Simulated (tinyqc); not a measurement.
Changing the temperature of the worked step T: nucleation and growth of vacancy voids in a cooling silicon-like crystal. Computed by tinyqc, a small Python program. Command: `OMP_NUM_THREADS=1 python tinyqc.py 3006118 3006119 out.jsonl voids sweep`. One thread of a shared host (Intel(R) Xeon(R) Processor @ 2.30GHz), about 0.02 s of CPU time with the checks.

Spherical voids; vacancies are lost only to voids.

Inputs (values chosen for the exercise, for a model crystal):
```
quantity,value,unit
vacancy density at the melting point C_m,8.7e+14,1/cm^3
formation energy E_f,3.84,eV
melting point T_m,1685,K
diffusion prefactor D0,0.00096,cm^2/s
migration energy E_m,0.35,eV
site density rho,5e+22,1/cm^3
void surface energy gamma,0.939,J/m^2
vacancy excess C0,1.4e+14,1/cm^3
```

Vacancy supply: given.

Constants: k_B = 8.617333262e-05 eV/K; k_B = 1.380649e-23 J/K; e = 1.602176634e-19 C.

Method. C = C0 as given. C_e = C_m exp[-(E_f/k_B)(1/T - 1/T_m)]; D = D0 exp(-E_m/(k_B T)); f = k_B T ln(C/C_e); r* = 2 gamma/(rho f); W* = 16 pi gamma^3/(3 rho^2 f^2); Z = f/sqrt(12 pi W* k_B T); I = rho Z (4 pi r* D C) exp(-W*/(k_B T)).

One run for each value:
```
temperature of the worked step T (K),rate I (1/(cm^3 s)),W*/(k_B T),critical radius r* (nm),C_e (1/cm^3)
1300,6.800e+13,26.61,0.3485,3.452e+11
1320,1.397e+12,30.46,0.3757,5.803e+11
1340,1.054e+10,35.31,0.4075,9.605e+11
1360,1.998e+07,41.52,0.4452,1.566e+12
1370,4.370e+05,45.32,0.4668,1.989e+12
1390,3.178e+01,54.78,0.5170,3.177e+12
1410,6.580e-05,67.79,0.5792,5.006e+12
1430,5.000e-13,86.39,0.6585,7.788e+12
```

Over the rows, rate I (1/(cm^3 s)) falls from 6.80e13 to 5.00e-13 (exponent d ln y / d ln x -250 between the first rows and -1300 between the last); W*/(k_B T) rises from 26.6 to 86.4 (exponent d ln y / d ln x 8.8 between the first rows and 17 between the last); critical radius r* (nm) rises from 0.348 to 0.658 (exponent d ln y / d ln x 4.9 between the first rows and 9.1 between the last).

Caution (rows 1300, 1320, 1340): at such a rate voids would have used up the initial excess before the crystal cooled to this T.
